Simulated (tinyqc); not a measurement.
Three-phonon processes in a diatomic chain: dispersion, energy and momentum conservation, and decay channels of optical phonons: one step, computed by the program tinyqc.

Cell length a, two atoms, one spring constant. x = q a/pi runs from -1 to 1; A and O are the acoustic and optical branches. Matrix elements are not computed: only conservation laws and occupation factors are followed.

Question. Dispersion. omega^2 = k (1/m + 1/M) -/+ k sqrt((1/m + 1/M)^2 - 4 sin^2(pi x/2)/(m M)); nu = 15.6333042 THz x sqrt(omega^2) for eV/(angstrom^2 u).

Inputs (values chosen for the exercise, for a model chain): light mass m = 31 u; heavy mass M = 39.4 u; spring constant k = 8.4 eV/angstrom^2.

Constants: nu for 1 eV/(angstrom^2 u) = 15.6333042 THz.

Give: the table «Branches» with the columns nu_A (THz), nu_O (THz), for x = 0.10, 0.20, 0.35, 0.50, 0.65, 0.80, 0.90, 1.00.

Answer.

Branches:

| x | nu_A (THz) | nu_O (THz) |
|---|---|---|
| 0.10 | 1.20 | 15.34 |
| 0.20 | 2.39 | 15.20 |
| 0.35 | 4.14 | 14.82 |
| 0.50 | 5.84 | 14.23 |
| 0.65 | 7.44 | 13.47 |
| 0.80 | 8.91 | 12.54 |
| 0.90 | 9.75 | 11.90 |
| 1.00 | 10.21 | 11.51 |
